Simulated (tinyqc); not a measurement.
Minority-electron transport through the base of a bipolar transistor (Moll-Ross and Kroemer integrals). Changing the base width W. Computed by tinyqc, a small Python program. Command: `OMP_NUM_THREADS=1 python tinyqc.py 3008063 3008064 out.jsonl base sweep`. One thread of a shared host (Intel(R) Xeon(R) Processor @ 2.30GHz), about 0.01 s of CPU time with the checks.

Low injection, one dimension, x from the emitter edge (0) to the collector edge (W), s = x/W. Recombination is treated as a small correction (valid for tau_B well below tau_n), computed from the stored charge.

Inputs (values chosen for the exercise, modelled on silicon):

| quantity | value | unit |
|---|---|---|
| intrinsic density n_i at the emitter edge | 1e+10 | 1/cm^3 |
| base doping at the emitter edge N_0 | 6.9e+18 | 1/cm^3 |
| mu_min | 220 | cm^2/(V s) |
| mu_max | 1290 | cm^2/(V s) |
| N_ref | 1.1e+17 | 1/cm^3 |
| saturation velocity v_s | 0.86 | 1e7 cm/s |
| electron lifetime tau_n | 220 | ns |
| emitter Gummel number G_E | 1.7e+14 | s/cm^4 |
| base-emitter voltage V_BE | 0.64 | V |
| temperature T | 300 | K |
| doping ratio N_0/N(W) | 12 | - |
| gap narrowing across the base dE_g | 72 | meV |

Base doping profile: Gaussian. Gap grading: linear. Exit of the base: infinite sink.

Constants: k_B = 8.617333262e-05 eV/K; e = 1.602176634e-19 C.

Method:
- N(x) = N_0 (ratio)^(-s^2); n_i(x)^2 = n_i^2 exp(s dE_g/k_B T); D(x) = (k_B T/e) mu, mu = mu_min + (mu_max - mu_min)/(1 + (N/N_ref)^0.7).
- With y(x) = N n_i^2/(D n_i(x)^2): base Gummel number G_B = int_0^W y dx; J_C = e n_i^2 exp(e V_BE/k_B T)/G_B; n(x) = (J_C/e)(n_i(x)^2/(N n_i^2)) [int_x^W y dx]; transit time tau_B = (e/J_C) int n dx; trapezoid rule on 401 even points.
- Emitter-limited gain beta_E = G_E/G_B; recombination-limited gain beta_R = tau_n/tau_B; 1/beta = 1/beta_E + 1/beta_R; f_T from the base alone = 1/(2 pi tau_B).

One run for each value:

| base width W (nm) | base transit time tau_B (ps) | current gain beta | f_T from the base alone (GHz) | mean velocity W/tau_B (1e7 cm/s) | share of the exit term in G_B (%) |
|---|---|---|---|---|---|
| 10 | 1.8829e-02 | 698.93 | 8.4525e+03 | 5.3108 | 0 |
| 18 | 6.1007e-02 | 388.28 | 2.6088e+03 | 2.9505 | 0 |
| 32 | 1.9281e-01 | 218.39 | 8.2544e+02 | 1.6596 | 0 |
| 56 | 5.9049e-01 | 124.78 | 2.6953e+02 | 0.9484 | 0 |
| 100 | 1.8829e+00 | 69.86 | 8.4525e+01 | 0.5311 | 0 |
| 180 | 6.1007e+00 | 38.79 | 2.6088e+01 | 0.2950 | 0 |
| 320 | 1.9281e+01 | 21.80 | 8.2544e+00 | 0.1660 | 0 |
| 560 | 5.9049e+01 | 12.44 | 2.6953e+00 | 0.0948 | 0 |
| 1000 | 1.8829e+02 | 6.95 | 8.4525e-01 | 0.0531 | 0 |

Over the rows, base transit time tau_B (ps) rises from 0.0188 to 188 (exponent d ln y / d ln x about 2.0 throughout); current gain beta falls from 699 to 6.95 (exponent d ln y / d ln x about -1.0 throughout); f_T from the base alone (GHz) falls from 8450 to 0.845 (exponent d ln y / d ln x about -2.0 throughout). The exponent of base transit time tau_B stays at 2: diffusion, or drift in a field proportional to 1/W. The exponent of current gain beta stays at -1: emitter-limited gain, or recombination with a transit time limited by the exit velocity.

Caution (rows 10.0, 18.0, 32.0, 56.0): the mean velocity exceeds v_s, so drift-diffusion with a low-field mobility overstates the speed. Caution (rows 10.0, 18.0): the base is only a few mean free paths wide, so transport is partly ballistic.
